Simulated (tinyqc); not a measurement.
What moves the carrier density: donors with valley-orbit split 1s states.

Each donor binds at most one electron, in any of its states. For a site s, W_s = sum over its states of g exp(E/kT), and the ionised share is 1/(1 + W_s exp(eta)), eta = (EF - Ec)/kT; n = Nc F_1/2(eta); neutrality n + NA = ND x (mean ionised share); holes are neglected. Nc from N = 2 (m kB T/(4 pi c))^(3/2) with c = hbar^2/2m0, in 1/angstrom^3; times 1e24 for 1/cm^3, m = md. F_j(eta) = (1/Gamma(j + 1)) integral_0^infinity x^j dx/(1 + exp(x - eta)), which tends to exp(eta) for eta << 0.

Mobility (Caughey-Thomas form): mu = mu0 + (mu1 (T/300)^(-ga) - mu0)/(1 + ((ND + NA)/Nr)^de); rho = 1/(e n mu), e = 1.602176634e-19 C.

Constants: hbar^2/2m0 = 3.80998211 eV angstrom^2; kB = 8.617333262e-05 eV/K.

Values chosen for the exercise (near those of P in Si; the results hold for these values, not for the real material):
```
symbol  value             unit        meaning
md      1.075             m0          density-of-states mass of the conduction band
E       (46.1, 34, 32.8)  meV         binding energies of 1s(A1), 1s(T2), 1s(E)
g       (2, 6, 4)                     their degeneracies with spin
ND      2.2e+17           1/cm^3      donors
NA      0                 1/cm^3      compensating acceptors, all ionised
T       350               K
mu0     65                cm^2/(V s)  mobility at heavy doping
mu1     1359              cm^2/(V s)  mobility at light doping and 300 K
Nr      1.1e+17           1/cm^3      reference doping
de      0.72                          doping exponent
ga      2.3                           temperature exponent
```

All results formed anew.

One parameter was then changed.

Results before and after:
```
case        eta  n (1/cm^3)  rho (ohm cm)
base     -5.262   1.825e+17       0.08538
changed  -5.355   1.880e+17       0.09807
```

Which of these changes was made? (a) md = 1.183 m0; (b) E = (51.1, 34, 32.8) meV; (c) Nr = 2.2e+17 1/cm^3; (d) ND = 4.4e+17 1/cm^3; (e) NA = 2.2e+16 1/cm^3; (f) T = 380 K.

Answer: (f) T = 380 K. Of the candidates, run in turn, only this one gives the changed row.

All candidates:
```
case                         eta  n (1/cm^3)  rho (ohm cm)
base                      -5.262   1.825e+17       0.08538
E = (51.1, 34, 32.8) meV  -5.268   1.814e+17       0.08590
md = 1.183 m0             -5.385   1.862e+17       0.08368
ND = 4.4e+17 1/cm^3       -4.690   3.226e+17       0.06359
NA = 2.2e+16 1/cm^3       -5.370   1.638e+17       0.09865
T = 380 K                 -5.355   1.880e+17       0.09807
Nr = 2.2e+17 1/cm^3       -5.262   1.825e+17       0.06717
```

Run: tinyqc, `OMP_NUM_THREADS=1 python tinyqc.py 1651427 1651428 out.jsonl`; Intel(R) Xeon(R) Processor @ 2.30GHz, one thread, shared host; about 0.02 s of CPU time with all checks.
